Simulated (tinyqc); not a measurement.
Worked calculation: Pariser-Parr-Pople SCF with singles CI, for the molecule C=CC(=C)C(C=C)=CC=O (SMILES; centres numbered as the heavy atoms are written). Computed by tinyqc, a small Python program that keeps every step. Settings: charge = 0, gamma = MN, start = huckel, damping = 0.5, iteration cap = 56, excitations kept = 9. Command: `OMP_NUM_THREADS=1 python tinyqc.py 23463 23464 out.jsonl` (the two numbers bound the seeds that draw the settings). One thread of a shared host (Intel(R) Xeon(R) Processor @ 2.60GHz), about 0.02 s of CPU time with the checks. Later iterations appear only in the table of the cycle.

## PPP integrals

Centres (angstrom, eV; a flat drawing with bonds scaled to 1.40 angstrom):
```
centre         x         y  core charge z         W  gamma_rr
1C       1.09500   2.22200              1  12.69000  12.51000
2C       2.03500   1.18500              1  12.69000  12.51000
3C       1.60800  -0.14800              1  12.69000  12.51000
4C       2.54800  -1.18500              1  12.69000  12.51000
5C       0.23900  -0.44400              1  12.69000  12.51000
6C      -0.18800  -1.77700              1  12.69000  12.51000
7C      -1.55600  -2.07400              1  12.69000  12.51000
8C      -0.70100   0.59200              1  12.69000  12.51000
9C      -2.07000   0.29600              1  12.69000  12.51000
10O     -3.01000   1.33300              1  20.07000  15.76000
```

Resonance integrals (eV):
```
i   j      beta
1   2  -2.39000
2   3  -2.39000
3   4  -2.39000
3   5  -2.39000
5   6  -2.39000
6   7  -2.39000
5   8  -2.39000
8   9  -2.39000
9  10  -2.34000
```

Mataga-Nishimoto: gamma = 14.399645/(R + a), a = 2 x 14.399645/(gamma_rr + gamma_ss); H_rr = -W_r - sum_(s != r) z_s gamma_rs; H_rs = beta for bonds.

repulsion gamma_rs (eV), lower triangle:
```
           1C        2C        3C        4C        5C        6C        7C        8C
1C   12.51000
2C    5.64541  12.51000
3C    4.02682   5.64521  12.51000
4C    2.96597   4.02682   5.64541  12.51000
5C    3.64446   4.02701   5.64319   4.02670  12.51000
6C    2.69111   2.96628   4.02701   3.64514   5.64521  12.51000
7C    2.32284   2.39977   2.96585   2.69140   4.02708   5.64488  12.51000
8C    4.02625   3.64495   4.02705   2.96640   5.64705   4.02792   3.64474  12.51000
9C    2.96533   2.69091   2.96548   2.39965   4.02705   3.64463   4.02658   5.64319
10O   2.75914   2.37387   2.45376   2.02228   3.04953   2.75949   3.04883   4.18143

           9C       10O
9C   12.51000
10O   5.95432  15.76000
```

core matrix H (eV), lower triangle:
```
            1C         2C         3C         4C         5C         6C         7C         8C
1C   -43.73733
2C    -2.39000  -46.11023
3C     0.00000   -2.39000  -50.08978
4C     0.00000    0.00000   -2.39000  -43.07978
5C     0.00000    0.00000   -2.39000    0.00000  -52.42728
6C     0.00000    0.00000    0.00000    0.00000   -2.39000  -47.74168
7C     0.00000    0.00000    0.00000    0.00000    0.00000   -2.39000  -43.46198
8C     0.00000    0.00000    0.00000    0.00000   -2.39000    0.00000    0.00000  -50.49898
9C     0.00000    0.00000    0.00000    0.00000    0.00000    0.00000    0.00000   -2.39000
10O    0.00000    0.00000    0.00000    0.00000    0.00000    0.00000    0.00000    0.00000

            9C        10O
9C   -47.00714
10O   -2.34000  -48.67265
```

## Starting guess

pi electrons, sum of z_r less the charge = 10

Orbitals of the Hueckel matrix of the beta values.

P at the start, lower triangle:
```
           1C        2C        3C        4C        5C        6C        7C       8C
1C    1.00000
2C    0.90830   1.00000
3C    0.00000   0.40989   1.00000
4C   -0.40260   0.00000   0.81249   1.00000
5C   -0.09581   0.00000   0.39803   0.00000   1.00000
6C    0.00000  -0.04389   0.00000  -0.09581   0.44193   1.00000
7C    0.05192   0.00000  -0.09581   0.00000   0.00000   0.88756   1.00000
8C    0.00000  -0.06378   0.00000  -0.31864   0.71535   0.00000  -0.34982  1.00000
9C    0.03204   0.00000  -0.06510   0.00000   0.00000  -0.07639   0.00000  0.51019
10O   0.00000   0.03136   0.00000   0.25896  -0.35406   0.00000   0.27927  0.00000

          9C      10O
9C   1.00000
10O  0.85358  1.00000
```

## Iteration 1: Fock matrix

F_rr = H_rr + P_rr gamma_rr / 2 + sum_(s != r) P_ss gamma_rs; F_rs = H_rs - P_rs gamma_rs / 2; E = tr P (H + F) / 2 + core repulsion sum_(r<s) z_r z_s gamma_rs.

F (eV), lower triangle:
```
           1C        2C        3C        4C        5C        6C        7C        8C
1C   -6.43500
2C   -4.95387  -6.43500
3C    0.00000  -3.54696  -6.43500
4C    0.59705   0.00000  -4.68342  -6.43500
5C    0.17459   0.00000  -3.51309   0.00000  -6.43500
6C    0.00000   0.06510   0.00000   0.17462  -3.63738  -6.43500
7C   -0.06030   0.00000   0.14208   0.00000   0.00000  -4.89508  -6.43500
8C    0.00000   0.11623   0.00000   0.47261  -4.40981   0.00000   0.63750  -6.43500
9C   -0.04750   0.00000   0.09653   0.00000   0.00000   0.13921   0.00000  -3.82955
10O   0.00000  -0.03723   0.00000  -0.26184   0.53986   0.00000  -0.42572   0.00000

           9C        10O
9C   -6.43500
10O  -4.88125  -12.19000
```

pi energy = -143.79602 eV

## Iteration 1: orbitals and new P

Diagonalise F (the basis is taken as orthonormal) and form P = 2 sum c c over the lowest orbitals; 0.5 of the old P is kept.

orbital energies (eV): -15.54972  -14.39472  -12.51146  -10.86291  -10.09461  -4.67685  -2.40974  -1.20381  -0.15248  1.75131

P after iteration 1, lower triangle:
```
           1C        2C        3C        4C        5C        6C        7C        8C
1C    1.00037
2C    0.91700   0.99980
3C   -0.00058   0.39113   1.00094
4C   -0.38407  -0.00216   0.82792   0.97072
5C   -0.08990   0.00317   0.38570   0.04068   0.94272
6C   -0.00051  -0.03793   0.00083  -0.09496   0.43164   1.00073
7C    0.04443  -0.00238  -0.08765  -0.03156   0.04409   0.89269   0.96590
8C    0.00217  -0.05851  -0.00362  -0.30483   0.72338  -0.00318  -0.33943   1.01438
9C    0.03109  -0.00567  -0.06390  -0.06522   0.09481  -0.07749  -0.07164   0.51024
10O  -0.00546   0.02506   0.00990   0.21686  -0.31625   0.00863   0.24089  -0.04448

          9C      10O
9C   0.82859
10O  0.79334  1.27587
```

## Iteration 2: Fock matrix

As before.

F (eV), lower triangle:
```
           1C        2C        3C        4C        5C        6C        7C        8C
1C   -6.49217
2C   -4.97842  -6.61112
3C    0.00117  -3.49402  -6.78906
4C    0.56956   0.00434  -4.72697  -6.74316
5C    0.16382  -0.00637  -3.47829  -0.08191  -6.80643
6C    0.00068   0.05625  -0.00166   0.17307  -3.60834  -6.85445
7C   -0.05160   0.00285   0.12998   0.04248  -0.08878  -4.90955  -6.74726
8C   -0.00436   0.10663   0.00728   0.45212  -4.43248   0.00639   0.61857  -6.68603
9C   -0.04610   0.00763   0.09474   0.07825  -0.19091   0.14121   0.14424  -3.82968
10O   0.00753  -0.02974  -0.01215  -0.21927   0.48221  -0.01191  -0.36721   0.09300

           9C        10O
9C   -6.21572
10O  -4.70190  -11.30972
```

pi energy = -144.64789 eV

## Iteration 2: orbitals and new P

As before.

orbital energies (eV): -15.20013  -14.32831  -12.77609  -11.09302  -10.29847  -4.58944  -2.58981  -1.41952  -0.35409  1.39377

P after iteration 2, lower triangle:
```
           1C        2C        3C        4C        5C        6C        7C        8C
1C    0.99217
2C    0.92289   1.00442
3C    0.00270   0.37796   1.00152
4C   -0.37134  -0.00855   0.83887   0.96014
5C   -0.08515   0.00327   0.37643   0.06068   0.92028
6C   -0.00109  -0.03386   0.00049  -0.09413   0.42416   1.00271
7C    0.03894  -0.00263  -0.08162  -0.04642   0.06436   0.89639   0.94758
8C    0.00371  -0.05504  -0.00816  -0.29697   0.73166  -0.00679  -0.33405   1.01880
9C    0.02934  -0.00785  -0.06190  -0.09392   0.14107  -0.07761  -0.10560   0.50461
10O  -0.00791   0.02157   0.01498   0.19334  -0.29810   0.01480   0.21992  -0.06808

          9C      10O
9C   0.74891
10O  0.77134  1.40346
```

## Convergence

Stop when output and input P, before any damping, agree to 1e-7.

Course of the cycle:
```
iteration        E (eV)  largest |P(out) - P(in)|
1          -143.7960207                  5.52e-01
2          -144.6478908                  2.55e-01
3          -145.0430913                  1.17e-01
4          -145.2375091                  5.26e-02
5          -145.3357330                  2.33e-02
6          -145.3859030                  1.01e-02
7          -145.4116319                  5.52e-03
8          -145.4248426                  4.11e-03
9          -145.4316269                  3.04e-03
10         -145.4351103                  2.23e-03
11         -145.4368986                  1.63e-03
...                 ...                       ...
33         -145.4387852                  1.57e-06
34         -145.4387852                  1.16e-06
35         -145.4387852                  8.59e-07
36         -145.4387852                  6.37e-07
37         -145.4387852                  4.72e-07
38         -145.4387852                  3.50e-07
39         -145.4387852                  2.60e-07
40         -145.4387852                  1.93e-07
41         -145.4387852                  1.43e-07
42         -145.4387852                  1.06e-07
43         -145.4387852                  7.86e-08
```

Converged in 43 iterations.

## Converged orbitals

Charges are z - P_rr.

orbital energies (eV): -15.29940  -13.96014  -12.97388  -11.27067  -10.46370  -4.45810  -2.71515  -1.58416  -0.49598  1.13586

coefficients:
```
         MO1       MO2       MO3       MO4       MO5       MO6       MO7       MO8
1C   0.12060  -0.16228  -0.31309   0.43407  -0.39861  -0.11162   0.54542  -0.16590
2C   0.24045  -0.26107  -0.41489   0.37653  -0.25863   0.02307  -0.36254   0.16024
3C   0.44559  -0.31643  -0.29198  -0.15432   0.30618   0.13279  -0.37098   0.00340
4C   0.23253  -0.21035  -0.22669  -0.21269   0.53170  -0.42153   0.47391  -0.00457
5C   0.53361  -0.08068   0.23850  -0.26393  -0.19025   0.44953   0.13729  -0.16015
6C   0.32346  -0.09827   0.52165   0.32898   0.09010   0.10785   0.24407   0.53537
7C   0.16877  -0.07684   0.43064   0.45190   0.20336  -0.40824  -0.30893  -0.47455
8C   0.37091   0.21569   0.09431  -0.35108  -0.44224  -0.34859  -0.01298  -0.27904
9C   0.26563   0.49950  -0.11554  -0.01724  -0.07984  -0.40644  -0.15602   0.51083
10O  0.22142   0.66562  -0.23771   0.30839   0.33190   0.35300   0.10248  -0.26550

          MO9      MO10
1C   -0.37611  -0.18672
2C    0.47811   0.32710
3C   -0.31321  -0.49512
4C    0.23134   0.25795
5C   -0.21010   0.50527
6C    0.22847  -0.29534
7C   -0.15728   0.15018
8C    0.39784  -0.36105
9C   -0.40561   0.21194
10O   0.18562  -0.07816
```

pi charges: 1C 0.02758, 2C -0.01355, 3C -0.00297, 4C 0.04471, 5C 0.09202, 6C -0.00549, 7C 0.06917, 8C -0.02364, 9C 0.31985, 10O -0.50768

## Singles CI, singlets

Over the 9 single excitations with the smallest orbital gaps: A = (e_a - e_i) delta + 2 (ia|jb) - (ij|ab), with (pq|rs) = sum c_mp c_mq gamma_mn c_nr c_ns. f = 2/3 w |mu|^2 in atomic units, mu = sqrt2 sum c_ia sum_m c_mi c_ma R_m.

singlet CI matrix (eV), lower triangle:
```
          5>6       4>6       5>7       3>6       4>7       5>8       2>6       4>8
5>6   3.65572
4>6   0.07522   3.85473
5>7  -0.49784   0.07408   5.03767
3>6  -0.22772  -0.06046   0.17041   5.29621
4>7   0.23196   0.07426  -0.30415  -0.06735   5.68815
5>8   0.11274   0.12784  -0.04097   0.25750   0.09595   5.78243
2>6   0.07724   0.24458   0.18093  -0.11330  -0.05958  -0.23032   6.60495
4>8   0.00047   0.16539   0.03471   0.36141   0.05920  -0.13447  -0.28727   6.70373
5>9  -0.01428  -0.15068   0.14783   0.07176  -0.02017  -0.13942   0.24612  -0.01128

         5>9
5>9  6.71118
```

singlet excitation energies (eV): 3.44861  3.79661  4.89662  5.15533  5.83185  5.91421  6.36901  6.80113  7.12138

oscillator strengths: 0.42728  0.16393  0.09544  0.17979  0.47115  1.19964  0.00863  0.32304  0.30428

## Singles CI, triplets

Over the 9 single excitations with the smallest orbital gaps: A = (e_a - e_i) delta - (ij|ab), with (pq|rs) = sum c_mp c_mq gamma_mn c_nr c_ns.

triplet CI matrix (eV), lower triangle:
```
          5>6       4>6       5>7       3>6       4>7       5>8       2>6      4>8
5>6   1.44321
4>6  -0.63917   2.35967
5>7   0.55282  -0.79955   2.85449
3>6   0.37513  -0.28387  -0.23696   4.15242
4>7  -0.79955  -0.20932   0.96823  -0.34649   3.95982
5>8   0.00640   0.00879   0.26407  -0.31401  -0.41891   4.98144
2>6   0.14994  -0.24831  -0.32709   0.37422  -0.05609   0.37884   4.57677
4>8   0.00879  -0.34422  -0.41891  -0.59769  -0.11165  -0.93253   0.45836  5.04516
5>9   0.51771  -0.18458   0.03982  -0.28787  -0.57560   0.08595  -0.51158  0.48936

         5>9
5>9  5.26446
```

triplet excitation energies (eV): 0.73801  1.53492  2.82769  3.27468  4.23735  4.79089  5.27109  5.74550  6.21731
